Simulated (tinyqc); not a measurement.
Changing the oxide thickness d: X-ray photoelectron analysis of a thin oxide on a semiconductor: attenuation lengths, thickness, angle series and band offsets. Computed by tinyqc, a small Python program. Command: `OMP_NUM_THREADS=1 python tinyqc.py 3113132 3113133 out.jsonl xps sweep`. One thread of a shared host (Intel(R) Xeon(R) Processor @ 2.30GHz), about 0.01 s of CPU time with the checks.

The same element is seen in the oxide and in the substrate, at nearly the same kinetic energy; films are flat and uniform, and the work function is ignored.

Inputs (values chosen for the exercise, modelled on SiO2 on silicon):
```
quantity                                           value     unit
photon energy                                     1486.6       eV
binding energy of the core level                    99.4       eV
oxide density                                       2.22   g/cm^3
oxide formula mass                                 60.08    g/mol
valence electrons per oxide formula                   16        -
oxide gap                                            8.8       eV
substrate density                                   2.33   g/cm^3
substrate formula mass                             28.09    g/mol
valence electrons per substrate formula                4        -
substrate gap                                       1.12       eV
emission angle from the normal                        60  degrees
attenuation length over inelastic mean free path    0.87        -
carbon overlayer                                    0.43       nm
counts in the two peaks together                  200000        -
valence band offset used to make the data           4.42       eV
core level less valence band top, substrate        98.71       eV
core level less valence band top, thick oxide      98.36       eV
field in the oxide                                  0.41    MV/cm
```

Method:
- TPP-2M: lambda = E/(E_p^2 [b ln(c E) - C/E + D/E^2]) in angstrom, E_p = 28.8 sqrt(N_v rho/M), b = -0.10 + 0.944/sqrt(E_p^2 + E_g^2) + 0.069 rho^0.1, c = 0.191/sqrt(rho), U = N_v rho/M, C = 1.97 - 0.91 U, D = 53.4 - 20.8 U, with E = photon energy less binding energy in eV.
- Attenuation length L = factor x lambda.
- R_0 = (rho_o/M_o) L_o/((rho_s/M_s) L_s); peak ratio R = I_ox/I_sub = R_0 [exp(d/(L_o cos theta)) - 1]; hence d = L_o cos theta ln(1 + R/R_0). A carbon layer weakens both peaks alike, by exp(-d_C/(L_o cos theta)) if its L is taken equal to L_o. This R_0 leaves out intrinsic losses from the substrate peak, so calibrated values can be larger.
- With x = d/(L_o cos theta): d ln d/d ln R = (1 - exp(-x))/x = -d ln d/d ln R_0; counting error of R = 1/sqrt(N f (1 - f)), f the oxide share, which times the sensitivity gives that of d; an angle error adds tan(theta) d theta; d is proportional to L_o at fixed R_0. Assumed errors: 5 % in R_0, 1 degree, 5 % in L_o.
- Valence band offset = (E_core - E_v)(substrate) - (E_core - E_v)(oxide) + (core level separation at the interface, oxide less substrate). The separation is made here from the given offset; a uniform field F that raises the binding energy towards the surface shifts the oxide peak by e F <z>, <z> = d/(1 - exp(-x)) - d/x, x = d/(L_o cos theta), being the mean distance from the interface. Conduction band offset = oxide gap - substrate gap - valence band offset.

One run for each value:
```
oxide thickness d (nm)     ratio R  counting error of d (%)  sensitivity to R  apparent valence band offset (eV)
0.30                    1.0887e-01                   0.6882           0.91574                             4.4263
0.46                    1.7540e-01                   0.5489           0.87469                             4.4299
0.70                    2.8787e-01                   0.4389           0.81770                             4.4353
1.10                    5.1502e-01                   0.3463           0.73359                             4.4450
1.70                    9.7533e-01                   0.2812           0.62879                             4.4606
2.50                    1.9105e+00                   0.2449           0.52004                             4.4835
3.90                    5.1234e+00                   0.2349           0.38828                             4.5284
6.00                    1.9287e+01                   0.2809           0.27194                             4.6043
9.10                    1.2522e+02                   0.4632           0.18366                             4.7259
14.00                   2.3288e+03                   1.2942           0.11988                             4.9253
```

Over the rows, ratio R rises from 0.109 to 2330 (exponent d ln y / d ln x 1.1 between the first rows and 6.8 between the last); counting error of d (%) goes from 0.688 through a minimum among these rows, 0.235 at 3.90, to 1.29; sensitivity to R falls from 0.916 to 0.120 (exponent d ln y / d ln x -0.11 between the first rows and -0.99 between the last). The counting error is least at d = 3.9 nm among these rows: thin films give few oxide counts, thick ones few substrate counts.

Caution (all rows): beyond about 60 degrees elastic scattering and roughness make a single attenuation length unreliable.

Extremes, crossings and ranges named in words are read from the listed rows.
